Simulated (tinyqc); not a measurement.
Quantum-well laser, gain and threshold: one step of the calculation.

One electron and one heavy-hole subband per well, parabolic, with equal sheet densities n of electrons and holes; k-conserving transitions, TE polarisation, no line broadening, so the gain starts as a step at E0 and peaks there. All wells are pumped alike.

Task. Densities of states, saturated gain and threshold gain. Nc = me kB T/(pi hbar^2), Nv = mh kB T/(pi hbar^2), mr = me mh/(me + mh) in m0, g0(E) = q^2 Ep mr/(4 nr eps0 c hbar E Lw) (squared momentum element m0 Ep/4, joint density of states mr/(pi hbar^2 Lw) for both spins). Mirror loss am = ln(1/(R1 R2))/(2 Lc); threshold gain gth = (ai + am)/(Nw Gw).

Inputs (values chosen for the exercise); well values close to those of gallium arsenide:
- T = 300 K (temperature)
- E0 = 1.42 eV (lowest transition energy)
- me = 0.067 m0 (in-plane electron mass)
- mh = 0.354 m0 (in-plane hole mass)
- Ep = 27.9 eV (Kane energy)
- nr = 3.81 (refractive index)
- Lw = 8 nm (well width)
- Nw = 3 (number of wells)
- Gw = 0.028 (optical confinement per well)
- ai = 15 1/cm (internal loss)
- Lc = 750 um (cavity length)
- R1 = 0.05 (front reflectance)
- R2 = 0.3 (back reflectance)

Constants: q = 1.602176634e-19 C, kB = 1.380649e-23 J/K, eps0 = 8.8541878128e-12 F/m, hbar = 1.054571817e-34 J s, m0 = 9.1093837015e-31 kg, c = 299792458 m/s. Results are converted to the units shown.

Find: Nc; Nv; mr; g0(E0); am; gth.

Result.

Nc = 7.2355e11 cm^-2
Nv = 3.8229e12 cm^-2
mr = 0.056337 m0
g0(E0) = 8325.5 1/cm
am = 27.998 1/cm
gth = 511.88 1/cm

Range of the model: The second hole subband, left out here, lies within about 2 Vt of the first in a well this wide.

Numbers from tinyqc (`OMP_NUM_THREADS=1 python tinyqc.py 2840018 2840019 out.jsonl`; about 0.01 s on one thread of a shared Intel Xeon 2.30GHz).
